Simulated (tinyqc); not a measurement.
Inside a calculation. Model: quasi-harmonic thermal expansion with mode Grueneisen parameters. Computed by tinyqc, a small Python program that keeps every step. Command: `OMP_NUM_THREADS=1 python tinyqc.py 3015169 3015170 out.jsonl qha walk`. One thread of a shared host (Intel(R) Xeon(R) Processor @ 2.30GHz), about 0.05 s of CPU time with the checks. Intermediate numbers are printed to about 6 digits and carried at full precision; extremes and crossings named in words are read from the listed rows.

A crystal with two atoms a cell; per atom there are 1 transverse acoustic (TA), 1/2 longitudinal acoustic (LA) and 3/2 optical (O) modes. Every frequency of group i scales as nu_i (V/V0)^(-gamma_i). Each group has one frequency. Static energy: E = (9 V0 B0/16) [y^3 B' + y^2 (2 - 4 y)], y = (V0/V)^(2/3) - 1, with pressure P_s = (3 B0/2) (z^7 - z^5) [1 + (3/4)(B' - 4)(z^2 - 1)], z = (V0/V)^(1/3).

Inputs (values chosen for the exercise, for a model crystal):

| quantity | value | unit |
|---|---|---|
| static volume V0 | 17.7 | angstrom^3/atom |
| static bulk modulus B0 | 180 | GPa |
| static B' | 4.85 | - |
| frequency nu_TA | 1.84 | THz |
| frequency nu_LA | 4.11 | THz |
| frequency nu_O | 5.98 | THz |
| Grueneisen parameter gamma_TA | 0.61 | - |
| Grueneisen parameter gamma_LA | 1.9 | - |
| Grueneisen parameter gamma_O | 1.7 | - |
| temperature T | 50 | K |
| step factor f | 2.1 | - |

Acoustic groups: Einstein.

Constants: h x 1 THz = 4.135667696 meV; k_B = 8.617333262e-05 eV/K; 1 eV/angstrom^3 = 160.2176634 GPa.

## Mode groups at the static volume

For a mode with x = h nu/(k_B T), n = 1/(exp(x) - 1): U = h nu (n + 1/2), C/k_B = x^2 n (n + 1); U_i and C_i sum these over group i with its weight per atom. Phonon pressure P_ph = sum_i gamma_i U_i/V.

Groups:

| group | h nu_i/(k_B T) | U_i (meV) | C_i (k_B) | gamma_i C_i (k_B) |
|---|---|---|---|---|
| TA | 1.76612 | 5.37442 | 0.776086 | 0.473413 |
| LA | 3.94498 | 4.41711 | 0.156585 | 0.297512 |
| O | 5.73989 | 18.6681 | 0.159916 | 0.271857 |

phonon pressure at V0 = 0.392911 GPa

## Grueneisen's estimate

gamma_th = sum gamma_i C_i / sum C_i; volume expansion coefficient alpha_V = gamma_th C k_B/(B0 V0); linear coefficient alpha_V/3; first-order volume change P_ph/B0.

heat capacity C at V0 = 1.09259 k_B/atom

gamma_th at V0 = 0.954415

linear expansion, Grueneisen estimate = 1.50629 ppm/K

first-order volume change = 0.218284 %

The TA group gives the largest part of the expansion.

## Equilibrium volume by iteration

Start at V0 and step V(new) = V [1 + f (P_s + P_ph)/B0]; stop when |P_s + P_ph| < 1e-8 GPa, after 60 steps, or when V leaves 0.7 to 1.3 V0.

Iterations:

| step | V (angstrom^3) | P_s + P_ph (GPa) |
|---|---|---|
| 0 | 17.7000 | 0.3929 |
| 1 | 17.7811 | -0.4257 |
| 2 | 17.6928 | 0.4665 |
| 3 | 17.7891 | -0.5049 |
| 4 | 17.6843 | 0.5538 |
| 5 | 17.7986 | -0.5988 |
| 6 | 17.6742 | 0.6575 |
| 7 | 17.8098 | -0.7099 |
| 8 | 17.6623 | 0.7807 |
| ... | ... | ... |
| 51 | 19.5894 | -13.9807 |
| 52 | 16.3943 | 17.0958 |
| 53 | 19.6641 | -14.3840 |
| 54 | 16.3642 | 17.5720 |
| 55 | 19.7190 | -14.6741 |
| 56 | 16.3431 | 17.9088 |
| 57 | 19.7578 | -14.8761 |
| 58 | 16.3288 | 18.1402 |
| 59 | 19.7845 | -15.0135 |

converged (1 yes, 0 no) = 0

volume V(T) = 16.3191 angstrom^3/atom

Not converged: the residual wanders without falling. Near the solution each step multiplies the error by about 1 - f B/B0, with f = 2.1.

Reruns converge with step factor f = 1.0; or with step factor f = 0.6.
